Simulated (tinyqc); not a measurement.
Two electrons on one impurity (helium-like model): sweeps and comparisons. A value that a table varies takes the place of the one given here.

Units Ha* = 2 Ry m/eps^2 and a* = a0 eps/m. One electron is bound by Z^2/2. Two electrons in the singlet built from exp(-a r) and exp(-b r): S = 8 (ab)^(3/2)/(a + b)^3, h_aa = a^2/2 - Z a, h_bb alike, h_ab = S (ab/2 - Z (a + b)/2), J = ab (a^2 + 3ab + b^2)/(a + b)^3, K = 20 (ab)^3/(a + b)^5, E = (h_aa + h_bb + 2 S h_ab + J + K)/(1 + S^2). For a = b this is a^2 - 2 Z a + 5a/8. Real double donors are deeper, since the central cell is left out.

Constants: e^2/(4 pi eps0) = 14.39964547 eV angstrom.

Inputs chosen for the exercise (near those of impurities in 3C SiC; the results hold for these values, not for the real material): m = 0.352 m0 (one mean mass); eps = 9.7 (dielectric constant); Zs = (0.98, 1.06, 1.3, 1.5, 1.83, 2.88, 3.93) (charges); a_lat = 4.36 angstrom (lattice constant); Eg = 2.368 eV (gap); ED = 49.4 meV (donor binding); EA = 248.3 meV (acceptor binding); W0 = 0.26 x 1e7/s (rate at zero distance); kind = opposite (sublattices of donor and acceptor); shells = (146, 223, 234, 447, 527, 548, 585) (shell numbers).

## Effective charge

Ha* = 101.8005 meV

Binding of the first electron, of the second (-E - Z^2/2) with equal and with unequal orbitals, and U, the first less the second (unequal).

Results (meV):

| Z | first | second, equal | second, unequal | a/b | U | U/(Z Ha*) |
|---|---|---|---|---|---|---|
| 0.98 | 48.9 | -3.53 | 0.73 | 3.92 | 48.2 | 0.483 |
| 1.06 | 57.2 | -0.31 | 3.56 | 3.19 | 53.6 | 0.497 |
| 1.30 | 86.0 | 13.25 | 16.58 | 2.43 | 69.4 | 0.525 |
| 1.50 | 114.5 | 29.03 | 32.14 | 2.16 | 82.4 | 0.539 |
| 1.83 | 170.5 | 63.97 | 66.88 | 1.92 | 103.6 | 0.556 |
| 2.88 | 422.2 | 248.89 | 251.56 | 1.60 | 170.6 | 0.582 |
| 3.93 | 786.1 | 546.04 | 548.62 | 1.48 | 237.5 | 0.594 |

What does this show, and why?

Equal orbitals bind a second electron only above Z = (5/16)/(1 - 1/sqrt2) = 1.067; unequal ones do so in 7 of the 7 rows. Their gain is 4.25 meV in the first row and 2.58 in the last, while the second binding grows to 549 meV, so the gain decides the matter only near Z = 1. U grows almost linearly with Z: U/(Z Ha*) goes from 0.483 to 0.594, towards 5/8, while the first binding grows as Z^2. Angular correlation is left out: at Z = 1 this function binds the second electron by 0.0133 Ha*, half the exact 0.0278.

## Pair lines (donor-acceptor pair recombination)

h nu = Eg - ED - EA + q/(eps R), q = e^2/(4 pi eps0); shell j lies at R = a_lat sqrt(j/2) for the same sublattice and a_lat sqrt(j/2 - 5/16) for opposite ones (on the same sublattice shells 14, 30, 46, 56, 62, ... are empty, where 2j has the form 4^a (8b + 7)); rate W = W0 exp(-2R/aD) with the donor radius aD = q/(2 eps ED). Polarisation and overlap terms, which matter for close pairs, are left out.

Energy, rate and lifetime for each shell.

Lines:

| shell | R (angstrom) | Coulomb (meV) | h nu (eV) | step to the next shell (meV) | 1/W (microsecond) |
|---|---|---|---|---|---|
| 146 | 37.17 | 39.9 | 2.1102 | 0.14 | 54.2 |
| 223 | 45.97 | 32.3 | 2.1026 | 0.072 | 175 |
| 234 | 47.10 | 31.5 | 2.1018 | 0.067 | 203 |
| 447 | 65.14 | 22.8 | 2.0931 | 0.025 | 2.24e+03 |
| 527 | 70.73 | 21.0 | 2.0913 | 0.020 | 4.72e+03 |
| 548 | 72.13 | 20.6 | 2.0909 | 0.019 | 5.68e+03 |
| 585 | 74.53 | 19.9 | 2.0902 | 0.017 | 7.82e+03 |

limit for distant pairs = 2.0703 eV
aD = 15.0 angstrom

What does this show, and why?

The lines crowd together, on average as R^-3: the step falls from 0.14 to 0.017 meV, so distant pairs merge into a band. Close pairs emit higher and 144 times faster over this table, so the band shifts to lower energy with delay and to higher energy with stronger pumping. All these lines lie below Eg, and R/aD runs from 2.5 up.

tinyqc: `OMP_NUM_THREADS=1 python tinyqc.py 1252074 1252075 out.jsonl`; about 0.03 s, one thread, shared Intel(R) Xeon(R) Processor @ 2.30GHz.
